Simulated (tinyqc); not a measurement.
From results back to parameters: Shockley-Read-Hall recombination through one deep level. Three cases, with inputs chosen for the exercise.

Problem. Deep-level transient spectroscopy: the emission rate is en = gam sigma T^2 exp(-dE/kB T), dE = Ec - Et. Two rates were computed from hidden dE and sigma.

Constants: kB = 8.617333262e-05 eV/K.

Find: ln(en/T^2) at T1 and T2; dE; sigma.

Method. ln(en/T^2) against 1/T is a line of slope -dE/kB and intercept ln(gam sigma); plotting ln en alone would overstate dE by about 2 kB T.

Case 1.

Values chosen (out of a larger set: gap and densities of states near those of Si at this temperature; not measured data):
- gam = 4.5e+21 1/(cm^2 s K^2) (vth Nc/T^2, which does not depend on T)
- T1 = 227 K
- T2 = 267 K

en(T1) = 23.8583 1/s
en(T2) = 1207.46 1/s

Solution.

ln(en/T^2) at T1 and T2: -7.6778  -4.0782

dE = 0.470 eV
sigma = 2.8e-15 cm^2

Case 2.

Values chosen (out of a larger set: gap and densities of states near those of Ge at this temperature; not measured data):
- gam = 1.6e+21 1/(cm^2 s K^2) (vth Nc/T^2, which does not depend on T)
- T1 = 183 K
- T2 = 203 K

en(T1) = 0.273890 1/s
en(T2) = 3.59749 1/s

Solution.

ln(en/T^2) at T1 and T2: -11.7140  -9.3462

dE = 0.379 eV
sigma = 1.4e-16 cm^2

Case 3.

Values chosen (out of a larger set: gap and densities of states near those of GaN at this temperature; not measured data):
- gam = 6.1e+20 1/(cm^2 s K^2) (vth Nc/T^2, which does not depend on T)
- T1 = 408 K
- T2 = 456 K

en(T1) = 1.86820 1/s
en(T2) = 29.2042 1/s

Solution.

ln(en/T^2) at T1 and T2: -11.3976  -8.8707

dE = 0.844 eV
sigma = 4.9e-16 cm^2

Computed by tinyqc, one run a case: `OMP_NUM_THREADS=1 python tinyqc.py N N+1 out.jsonl` with N = 1652181, 1652204, 1652206; one thread of a shared Intel(R) Xeon(R) Processor @ 2.30GHz, about 0.01 s a run at most.
